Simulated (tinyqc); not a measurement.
Van der Pauw, Hall and four-point-probe measurements on a doped layer: two steps of the calculation.

A uniform n-type layer with sheet resistance Rs = 1/(q ns mu), point contacts, low field (mu B small).

Values chosen for this exercise: Hall factor rH = 1.1; magnetic field B = 0.3 T; current I = 500 uA; thickness of the layer t = 620 nm.

Constants: q = 1.602176634e-19 C. Results are converted to the units shown.

Question 1. New z. The van der Pauw equation exp(-pi RA z) + exp(-pi RB z) = 1 is solved for z = 1/Rs: e1 = exp(-pi RA z), e2 = exp(-pi RB z), f = e1 + e2 - 1, f' = -pi (RA e1 + RB e2), z(new) = z - f/f'.

z after iteration 2 = 3.1881225 mS
RA = 6.0369860 ohm
RB = 265.04165 ohm

Find: e1; e2; f; f'; z after iteration 3.

Answer 1.

e1 = 0.94133
e2 = 0.070327
f = 0.011654
f' = -0.076411 kohm
z after iteration 3 = 3.3406 mS

Question 2. Sheet density, mobility and bulk values. Rs = 1/z; Hall sheet density B I/(q |VH|); Hall mobility |VH|/(Rs B I); true values ns = rH times the Hall density, mu = Hall mobility/rH; bulk density ns/t, resistivity Rs t; correction factor F = Rs/[(pi/ln 2)(RA + RB)/2].

converged z = 3.3485492 mS
VH = -5.4202579 mV
RA = 6.0369860 ohm
RB = 265.04165 ohm

Find: Rs; Hall sheet density; Hall mobility; ns; mu; bulk density; resistivity; F.

Answer 2.

Rs = 298.64 ohm/square
Hall sheet density = 1.7273e13 cm^-2
Hall mobility = 1210.0 cm^2/(V s)
ns = 1.9000e13 cm^-2
mu = 1100.0 cm^2/(V s)
bulk density = 3.0645e17 cm^-3
resistivity = 0.018515 ohm cm
F = 0.48613

Program tinyqc, `OMP_NUM_THREADS=1 python tinyqc.py 2850220 2850221 out.jsonl`; Intel Xeon 2.30GHz, shared host, one thread, about 0.04 s.
